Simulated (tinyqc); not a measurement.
What moves the results: thin-film optics by transfer matrices. A value that a table varies takes the place of the one given here.

Indices N = n + i k. Snell: N0 sin(theta) = N_j sin(theta_j), with Im(N_j cos theta_j) >= 0. Admittance y_j = N_j cos theta_j for s and N_j/cos theta_j for p. Phase delta_j = 2 pi N_j cos theta_j d_j/lambda. Layer matrix [[cos delta, -i sin delta/y], [-i y sin delta, cos delta]], multiplied from the top down to M. (B, C) = M (1, y_sub); r = (y0 B - C)/(y0 B + C), R = |r|^2, T = 4 Re y0 Re y_sub/|y0 B + C|^2, absorbed in the films 1 - R - T.

Ellipsometry: rho = tan(Psi) exp(i Delta) = -conj(r_p/r_s) with the r of the admittance formula, Delta in 0 to 360 degrees, so that a bare dielectric at small angles gives Delta = 180.

Parameters, chosen for this exercise (indices near those of polySi, SiO2 on Si; the results hold for these values, not for the real material):
```
symbol  value                  unit     meaning
lam     633                    nm       vacuum wavelength
n0      1                               ambient index
n       (4.019, 1.435, 3.908)           n of polySi, SiO2, substrate
k       (0.04, 0, 0.02)                 k in the same order
d       (13.6, 279)            nm       thicknesses, top first
theta   70                     degrees  angle of incidence
pol     p                               polarisation
```

## Swing curve: thickness of the top film

The first entry of d takes the values listed.

Stack:
```
d_1 (nm),R,T,absorbed
13.6,0.0683,0.9216,0.0100
27.1,0.0783,0.9034,0.0183
40.6,0.0534,0.9188,0.0278
54.1,0.0162,0.9436,0.0402
67.6,0.0047,0.9420,0.0533
81.1,0.0308,0.9056,0.0636
94.6,0.0651,0.8642,0.0707
108.1,0.0745,0.8476,0.0779
121.6,0.0511,0.8605,0.0884
135.1,0.0163,0.8816,0.1021
148.6,0.0056,0.8795,0.1149
162.1,0.0300,0.8472,0.1228
175.6,0.0622,0.8103,0.1275
```

How do the results move?

R swings between 0.0047 and 0.0783 on these points. The period is lambda/(2 Re(N_1 cos theta_1)) = 81.0 nm, six rows. The swing shrinks from 0.0736 in the first period to 0.0689 in the second, as the film absorbs the wave that returns from below. The swing ratio (max - min)/mean is 1.72.

## Angle of incidence

Both polarisations.

Stack:
```
theta (degrees),R_s,R_p,Psi,Delta
0,0.2548,0.2548,45.00,180.00
15,0.2128,0.1876,43.19,183.19
30,0.1098,0.0524,34.64,189.80
45,0.1763,0.0491,27.82,175.53
55,0.4356,0.0964,25.19,177.25
60,0.5729,0.1044,23.12,179.84
65,0.6886,0.0948,20.36,184.74
70,0.7798,0.0683,16.49,194.14
75,0.8505,0.0338,11.28,216.50
80,0.9070,0.0239,9.23,284.70
85,0.9551,0.1603,22.28,337.70
```

What can be read from the table?

R_s and R_p agree at normal incidence (0.2548). R_p is lowest at 80 degrees of those listed (0.0239), where R_s = 0.9070; the top face alone would stop reflecting p light at arctan(n/n0) = 76.0 degrees, while the layers and the substrate below set where the minimum falls. R_s does not rise steadily, because the phase thickness of the films changes with the angle.

## Sensitivity of the reflectance

R for both polarisations. Each row changes one parameter from the base and keeps the others.

Results:
```
case,R_s,R_p,T_s
base,0.7798,0.0683,0.2178
"d = (18.6, 279) nm",0.7934,0.0763,0.2037
"n = (4.099, 1.435, 3.908)",0.7837,0.0724,0.2138
"k = (0.04, 0, 0.032)",0.7793,0.0677,0.2182
lam = 638 nm,0.7895,0.0762,0.2081
theta = 75 degrees,0.8505,0.0338,0.1476
```

How do the results move?

The largest shifts from the base row, up to three for each result and ties (the steps differ in size, so this ranks the rows, not the parameters). R_s: theta +0.0707, d +0.0136, lam +0.0097. R_p: theta -0.0345, d +0.0079, lam +0.0078. T_s: theta -0.0702, d -0.0141, lam -0.0097.

tinyqc: `OMP_NUM_THREADS=1 python tinyqc.py 1680838 1680839 out.jsonl`; about 0.01 s, one thread, shared Intel(R) Xeon(R) Processor @ 2.30GHz.
